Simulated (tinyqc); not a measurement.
# Hydrogen passivation and dissociation of interface defects with a spread of activation energies, step by step

A worked calculation. Computed by tinyqc, a small Python program that keeps every step. Command: `OMP_NUM_THREADS=1 python tinyqc.py 3018406 3018407 out.jsonl passivation walk`. One thread of a shared host (Intel(R) Xeon(R) Processor @ 2.30GHz), about 0.01 s of CPU time with the checks. Intermediate numbers are printed to about 6 digits and carried at full precision; extremes and crossings named in words are read from the listed rows.

All defects start passivated and lose hydrogen by HP -> P + H; no hydrogen is supplied. Activation energies are normally distributed.

Inputs (values chosen for the exercise, for a model interface):
```
quantity,value,unit
defect density N_0,4.5e+12,cm^-2
mean dissociation energy E_d,2.61,eV
spread s_d,0.092,eV
prefactor k_d0,3.3e+13,1/s
anneal temperature T,940,K
anneal time t,12000,s
```

Ambient: vacuum.

Constants: k_B = 8.617333262e-05 eV/K.

## Sites at the mean energies

b = k_d0 exp(-E_d/k_B T); the active share of one kind of site is 1 - exp(-b t).

dissociation rate b = 0.335033 1/s

active share, single energy = 1

## A five-point average

Gauss-Hermite nodes for a unit normal variable, z = 0, +/-1.355626, +/-2.856970 with weights 0.533333, 0.222076, 0.011257; the energy is E_d + s_d z.

Nodes:
```
z,weight,energy (eV),rate (1/s),active share
-2.856970,0.011257,2.34716,8.59610e+00,1
-1.355626,0.222076,2.48528,1.56227e+00,1
0.000000,0.533333,2.61000,3.35033e-01,1
1.355626,0.222076,2.73472,7.18486e-02,1
2.856970,0.011257,2.87284,1.30579e-02,1
```

active share, five points = 0.999999

## Average over the spread

Full average: z from -5 to 5 in steps of 0.125 with normalised weights exp(-z^2/2), energy = mean + spread x z.

active share = 1

active defects = 4.50e+12 cm^-2

The spread changes the active share by less than the digits shown, at 1.00.

## Isochronal anneals

The formulas are those given above.

Same time, other temperatures:
```
T (K),b (1/s),"active share, single energy","active share, spread"
700,5.33754e-06,0.06204,0.13451
750,9.55181e-05,0.68216,0.63345
800,1.19189e-03,1.00000,0.97026
850,1.10517e-02,1.00000,0.99975
900,8.00124e-02,1.00000,1.00000
950,4.70312e-01,1.00000,1.00000
1000,2.31576e+00,1.00000,1.00000
1050,9.79637e+00,1.00000,1.00000
1100,3.63492e+01,1.00000,1.00000
```

## Isothermal kinetics

Times are decades about 1/b of the mean site. The last column is the part of the change still to come; rows stop once it is below 1e-5.

Against time:
```
t (s),"active share, single energy","active share, spread",unreacted part
0.003,1.00459e-03,1.90898e-03,9.98091e-01
0.03,1.00006e-02,1.85372e-02,9.81463e-01
0.3,9.56238e-02,1.49391e-01,8.50609e-01
3,6.33991e-01,6.15185e-01,3.84815e-01
30,9.99957e-01,9.67752e-01,3.22483e-02
300,1.00000e+00,9.99801e-01,1.98607e-04
```

A single energy finishes within about two decades of time. With the spread the unreacted part is 0.98 at 0.03 s and still 0.032 at 30 s, where one energy leaves 4.3e-5: a width of s/k_B T = 1.14 in ln(rate) stretches the decay markedly.

Checks made by the program: the average on a grid twice as fine (relative difference below 1e-10).
